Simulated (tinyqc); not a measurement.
Isochronal anneals: hydrogen passivation and dissociation of interface defects with a spread of activation energies. Computed by tinyqc, a small Python program. Command: `OMP_NUM_THREADS=1 python tinyqc.py 3023373 3023374 out.jsonl passivation walk`. One thread of a shared host (Intel(R) Xeon(R) Processor @ 2.30GHz), about 0.01 s of CPU time with the checks.

Active defects P react as P + H2 -> HP + H and HP -> P + H; released atomic hydrogen is removed. All defects start active. Activation energies are normally distributed, independently for the two reactions.

Inputs (values chosen for the exercise, for a model interface):
```
quantity                        value    unit
mean passivation energy E_f      1.52      eV
spread s_f                      0.074      eV
prefactor k_f0                8.2e-08  cm^3/s
mean dissociation energy E_d      2.9      eV
spread s_d                      0.095      eV
prefactor k_d0                4.7e+12     1/s
dissolved hydrogen [H2]         9e+16   cm^-3
anneal time t                     230       s
```

Ambient: hydrogen.

Constants: k_B = 8.617333262e-05 eV/K.

Method. a = k_f0 [H2] exp(-E_f/k_B T), b = k_d0 exp(-E_d/k_B T); the active share of one kind of site is b/(a + b) + (a/(a + b)) exp(-(a + b) t). Full average: z from -5 to 5 in steps of 0.125 with normalised weights exp(-z^2/2), energy = mean + spread x z, over both energies.

Same time, other temperatures:
```
T (K)     a (1/s)     b (1/s)  active share, single energy  active share, spread
450    6.9953e-08  1.5614e-20                   9.9998e-01            9.9990e-01
525    1.8910e-05  6.8128e-16                   9.9566e-01            9.8477e-01
600    1.2607e-03  2.0567e-12                   7.4829e-01            6.5430e-01
675    3.3054e-02  1.0464e-09                   4.9929e-04            6.2184e-02
750    4.5093e-01  1.5309e-07                   3.3951e-07            1.9851e-04
825    3.8251e+00  9.0472e-06                   2.3652e-06            9.9316e-06
900    2.2721e+01  2.7090e-04                   1.1923e-05            3.9780e-05
975    1.0261e+02  4.8083e-03                   4.6859e-05            1.3074e-04
1050   3.7357e+02  5.6586e-02                   1.5145e-04            3.6644e-04
1125   1.1449e+03  4.7937e-01                   4.1854e-04            9.0185e-04
```

What follows from these numbers?

The active share is lowest, 9.93e-6, at 825 K of those listed: below, passivation is too slow for this time, and above, dissociation competes. A single energy would promise 3.40e-7 (at 750 K), so among these rows the spread raises the floor by a factor 29.

Extremes, crossings and ranges named in words are read from the listed rows.
